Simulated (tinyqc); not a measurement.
# Changing the spin speed f

Model: spin coating of a resist or spin-on film: centrifugal thinning, evaporation and the final thickness (Emslie and Meyerhofer models). Computed by tinyqc, a small Python program. Command: `OMP_NUM_THREADS=1 python tinyqc.py 3112144 3112145 out.jsonl spincoat sweep`. One thread of a shared host (Intel(R) Xeon(R) Processor @ 2.30GHz), about 0.2 s of CPU time with the checks.

A Newtonian film stays uniform over the wafer; solvent and solids have the same density and the concentration is uniform through the thickness.

Inputs (values chosen for the exercise, of the order of those of a polymer resist in an ester solvent):
```
quantity                                 value          unit
solids volume fraction c0                0.082             -
kinematic viscosity of the solvent nu_s    1.4        mm^2/s
viscosity constant k                      4200        mm^2/s
viscosity exponent gamma                   2.2             -
evaporation rate at 1000 rpm e0          0.099  micrometre/s
starting thickness h0                      600    micrometre
wafer radius R                              50            mm
shrinkage in the bake                      7.6             %
```

Method:
- omega = 2 pi f/60; nu(c) = nu_s + k c^gamma; evaporation rate e = e0 sqrt(f/1000 rpm).
- Flow constant K = 2 omega^2/(3 nu(c0)); Reynolds number of the air omega R^2/nu_air with nu_air = 15 mm^2/s.
- Full model for solids s and liquid l per area, h = s + l, c = s/h: ds/dt = -c Q, dl/dt = -(1 - c) Q - e, Q = 2 omega^2 h^3/(3 nu(c)); integrated adaptively (relative tolerance 1e-9) until l = 0.
- Dry film = s at l = 0, before the bake; film after the bake = s x (1 - shrinkage).

One run for each value:
```
spin speed f (rpm)  dry film (nm)  time to dry (s)  Reynolds number of the air
400                         974.7            199.1                   6.981e+03
610                         789.3            130.6                   1.065e+04
940                         635.9             84.7                   1.641e+04
1400                        521.0             56.9                   2.443e+04
2200                        415.6             36.2                   3.840e+04
3400                        334.3             23.4                   5.934e+04
5200                        270.3             15.3                   9.076e+04
8000                        218.0             10.0                   1.396e+05
```

Over the rows, dry film (nm) falls from 975 to 218 (exponent d ln y / d ln x about -0.50 throughout); time to dry (s) falls from 199 to 9.96 (exponent d ln y / d ln x about -1.00 throughout); Reynolds number of the air rises from 6980 to 140000 (exponent d ln y / d ln x about 1.0 throughout). The exponent of dry film stays at -0.50: (e/omega^2)^(1/3) with e as sqrt(f).
